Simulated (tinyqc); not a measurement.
# Changing the electron density n

Model: strain, valley repopulation and piezoresistance in a many-valley conduction band. Computed by tinyqc, a small Python program. Command: `OMP_NUM_THREADS=1 python tinyqc.py 3019720 3019721 out.jsonl valleys sweep`. One thread of a shared host (Intel(R) Xeon(R) Processor @ 2.30GHz), about 0.06 s of CPU time with the checks.

Valleys are ellipsoids with mass m_l along the axis a and m_t across it, parabolic, with one constant relaxation time; strain shifts the valleys and leaves the masses alone. Currents are taken along [100], along the load, and along [010], across the load.

Inputs (values chosen for the exercise, modelled on silicon):
```
quantity                             value  unit
longitudinal mass m_l                  0.9   m_0
transverse mass m_t                  0.188   m_0
shear deformation potential Xi_u      9.06    eV
dilation deformation potential Xi_d    1.1    eV
C11                                    164   GPa
C12                                   63.9   GPa
C44                                   79.9   GPa
stress X (tension positive)             50   MPa
relaxation time tau                    350    fs
temperature T                          300     K
```

Valley axes: <100> (6 valleys in 3 pairs). Load: uniaxial [100].

Constants: k_B = 8.617333262e-05 eV/K; m_0 = 9.1093837015e-31 kg; k_B = 1.380649e-23 J/K; hbar = 1.054571817e-34 J s; e = 1.602176634e-19 C.

Method:
- Compliances S11 = (C11 + C12)/((C11 - C12)(C11 + 2 C12)), S12 = -C12/((C11 - C12)(C11 + 2 C12)), S44 = 1/C44; stress sigma_ij = X n_i n_j for the unit vector n of the load; e_xx = S11 sigma_xx + S12 (sigma_yy + sigma_zz), e_xy = S44 sigma_xy/2 (tensor strain).
- Herring-Vogt shift of a valley with unit axis a: dE = Xi_d tr(e) + Xi_u a.e.a.
- Each of the 6 valleys holds n_v = N_v (2/sqrt(pi)) F_1/2((E_F - dE_v)/(k_B T)), N_v = 2 (m_d k_B T/(2 pi hbar^2))^(3/2), m_d = (m_l m_t^2)^(1/3); E_F solves sum n_v = n and is counted from the unstrained edge.
- F_j(eta) = int_0^infinity x^j/(1 + exp(x - eta)) dx, without a gamma-function factor. It is evaluated after integrating by parts.
- Integrals over x = E/(k_B T) use 160 Gauss-Legendre points in u = sqrt(x) from 0 to sqrt(max(eta, 0) + 32).
- Mobility tensor mu = e tau sum_v (n_v/n) [1/m_t + (1/m_l - 1/m_t) a a^T]; unstrained mu_0 = e tau (1/m_l + 2/m_t)/3; resistivity along d from the inverse tensor, rho_d = d.mu^-1.d/(n e), mobility along d = 1/(d.mu^-1.d); gauge pi_d = (rho_d/rho_0 - 1)/X.
- With eta_0 the reduced Fermi level without strain, r = F_-1/2(eta_0)/(2 F_1/2(eta_0)) (1 for a classical gas) and c = r (Xi_u/k_B T) (m_l - m_t)/(2 m_l + m_t): pi11 = -(2/3) c (S11 - S12), pi12 = -pi11/2, pi44 = 0, with S11 - S12 = 1/(C11 - C12).

One run for each value; columns: (1) electron density n (1/cm^3); (2) degeneracy factor r; (3) eta_0; (4) resistance change along the first direction (%); (5) resistance change along the second direction (%):
```
(1)           (2)      (3)      (4)     (5)
1.00e+16  0.99987  -7.8954  -3.8930  2.0672
3.60e+16  0.99953  -6.6142  -3.8918  2.0665
1.30e+17  0.99829  -5.3289  -3.8874  2.0641
1.70e+18  0.97815  -2.7374  -3.8166  2.0242
6.30e+18  0.92387  -1.3672  -3.6237  1.9160
2.30e+19  0.77171   0.1444  -3.0689  1.6085
8.30e+19  0.49755   2.1779  -2.0211  1.0422
3.00e+20  0.24192   5.8987  -0.9984  0.5068
```

Give the missing row, electron density n (1/cm^3) = 4.80e+17.

Computed row; columns: (1) electron density n (1/cm^3); (2) degeneracy factor r; (3) eta_0; (4) resistance change along the first direction (%); (5) resistance change along the second direction (%):
```
(1)           (2)      (3)      (4)     (5)
4.80e+17  0.99372  -4.0181  -3.8714  2.0550
```

Interpolating between the two neighbouring rows (the first column on a logarithmic scale, the others too where they are positive) misses most in degeneracy factor r, by 0.58 %. Over the rows, degeneracy factor r falls from 1.000 to 0.242 (exponent d ln y / d ln x -2.7e-4 between the first rows and -0.56 between the last); eta_0 rises from -7.90 to 5.90; resistance change along the first direction (%) rises from -3.89 to -0.998 (exponent d ln y / d ln x -2.4e-4 between the first rows and -0.55 between the last). r has dropped to one half between 2.30e19 and 8.30e19 per cm^3, so heavily doped gauges are less sensitive but also less dependent on temperature.

Extremes, crossings and ranges named in words are read from the listed rows.
